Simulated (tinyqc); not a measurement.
Worked calculation: critical temperature from a phonon spectrum: McMillan, Allen-Dynes and the linearised Eliashberg equation. Computed by tinyqc, a small Python program that keeps every step. Command: `OMP_NUM_THREADS=1 python tinyqc.py 3027830 3027831 out.jsonl eliashberg walk`. One thread of a shared host (Intel(R) Xeon(R) Processor @ 2.30GHz), about 0.01 s of CPU time with the checks. Intermediate numbers are printed to about 6 digits and carried at full precision; extremes and crossings named in words are read from the listed rows.

alpha^2 F(omega) = sum_i (lambda_i omega_i/2) delta(omega - omega_i), so that lambda = 2 int alpha^2 F/omega d omega = sum_i lambda_i.

Inputs (values chosen for the exercise, for a model metal): peak energy omega_1 = 7.05 meV; coupling lambda_1 = 0.551; peak energy omega_2 = 16.5 meV; coupling lambda_2 = 1.34; Coulomb pseudopotential mu* = 0.15; trial temperature = 11.4 K; Matsubara points N in the small matrix = 6.

Peaks in alpha^2 F: two.

Constants: k_B = 8.617333262e-05 eV/K.

## Moments of the spectrum

omega_log = exp(sum lambda_i ln omega_i / lambda); omega_rms = sqrt(sum lambda_i omega_i^2 / lambda).

lambda = 1.891

omega_log = 12.8789 meV

omega_rms = 14.4015 meV

## McMillan and Allen-Dynes

McMillan form: k_B T_c = (omega_log/1.2) exp[-1.04 (1 + lambda)/(lambda - mu* (1 + 0.62 lambda))]. Allen-Dynes multiplies it by f1 f2: f1 = [1 + (lambda/L1)^(3/2)]^(1/3), L1 = 2.46 (1 + 3.8 mu*); f2 = 1 + (omega_rms/omega_log - 1) lambda^2/(lambda^2 + L2^2), L2 = 1.82 (1 + 6.3 mu*) omega_rms/omega_log.

T_c, McMillan form = 18.2407 K

f1 = 1.10319

f2 = 1.02197

T_c, Allen-Dynes = 20.5649 K

The two corrections raise T_c by 12.7 %. Caution: for lambda above about 1.5 the plain McMillan form saturates and falls short.

## The small kernel at the trial temperature

Linearised Eliashberg equation at omega_n = (2n + 1) pi k_B T, n = 0..N-1: lambda(j) = sum_i lambda_i omega_i^2/(omega_i^2 + (2 pi j k_B T)^2); K_mn = lambda(m - n) + lambda(m + n + 1) - 2 mu*(N) - delta_mn [2m + 1 + lambda(0) + 2 sum_(j=1..m) lambda(j)], with 1/mu*(N) = 1/mu* + ln(omega_rms/omega_N), omega_N = (2N + 1) pi k_B T. T_c is where the largest eigenvalue rho of K is zero.

lambda(j), j = 0, 1, ...: [1.89100, 1.48741, 0.99461, 0.66281, 0.45524, 0.32520, 0.24120, 0.18483, 0.14560, 0.11737, 0.09646, 0.08060]

mu*(N) = 0.177239

K:
```
[[0.1329, 2.1275, 1.3029, 0.7636, 0.4260, 0.2119],
 [2.1275, -5.6665, 1.5882, 0.9653, 0.5495, 0.2856],
 [1.3029, 1.5882, -9.9933, 1.3741, 0.8250, 0.4539],
 [0.7636, 0.9653, 1.3741, -13.4593, 1.2785, 0.7575],
 [0.4260, 0.5495, 0.8250, 1.2785, -16.4373, 1.2294],
 [0.2119, 0.2856, 0.4539, 0.7575, 1.2294, -19.1244]]
```

## Largest eigenvalue of the small kernel

K is the kernel of the linearised Eliashberg equation on the Matsubara points omega_n = (2n + 1) pi k_B T; T_c is where its largest eigenvalue rho is zero. Diagonalise K; at rho = 0 the eigenvector c is the gap function Delta_n/omega_n up to a factor; away from it Delta_n/Delta_0 = (2n + 1) c_n/c_0 is only an estimate.

largest eigenvalue rho = 1.26204

Delta_n/Delta_0: [1.00000, 1.10576, 0.92429, 0.69493, 0.47829, 0.29225]

rho > 0: in this small matrix the trial temperature lies below T_c.

## Critical temperature from the full kernel

N is the smallest integer at or above 8 omega_max/(2 pi k_B T_AD), omega_max the highest peak and T_AD the Allen-Dynes value.

N used = 12

T_c, Eliashberg = 20.2602 K

k_B T_c/omega_log = 0.135562

Allen-Dynes/Eliashberg = 1.01504

McMillan/Eliashberg = 0.900320

## Scaling the whole coupling

All lambda_i are multiplied by s. The last column is the large-lambda limit for mu* = 0, k_B T_c = 0.1827 omega_rms sqrt(lambda).

T_c (K):
```
s    lambda  McMillan  Allen-Dynes  Eliashberg  large-lambda limit
0.6  1.1346    9.9674      10.5646      9.9127             32.5234
0.8  1.5128   14.6773      16.0280     15.4556             37.5548
1.0  1.8910   18.2407      20.5649     20.2602             41.9875
1.3  2.4583   22.0927      26.1672     26.3365             47.8731
1.7  3.2147   25.5288      32.2669     33.0605             54.7450
2.3  4.3493   28.7502      39.7801     41.2557             63.6772
3.2  6.0512   31.5317      49.0284     51.4055             75.1095
```

McMillan/Eliashberg runs from 1.01 at lambda = 1.13 to 0.61 at 6.05: the exponential form levels off at large lambda, while the true T_c keeps rising (exponent 0.67 between the last rows, tending to 1/2). Allen-Dynes stays within about 7 % over the table. The last row reaches 68 % of the mu* = 0 limit; with mu* above zero T_c stays below that line at any lambda.

## Isotope exponent

T_c ~ M^(-a). All omega_i scale as M^(-1/2) at fixed lambda, but mu* = mu/(1 + mu ln(E_F/omega)) changes: d mu*/d ln omega = mu*^2. In the McMillan form a = (1/2) [1 - 1.04 (1 + lambda)(1 + 0.62 lambda) mu*^2/(lambda - mu* (1 + 0.62 lambda))^2].

isotope exponent a = 0.470003

The exponent is close to the BCS value 1/2.

Checks made by the program: one-point kernel at mu* = 0: rho = lambda(1) - 1 (relative difference below 1e-10); T_c against the Allen-Dynes fit (relative difference 2e-02).
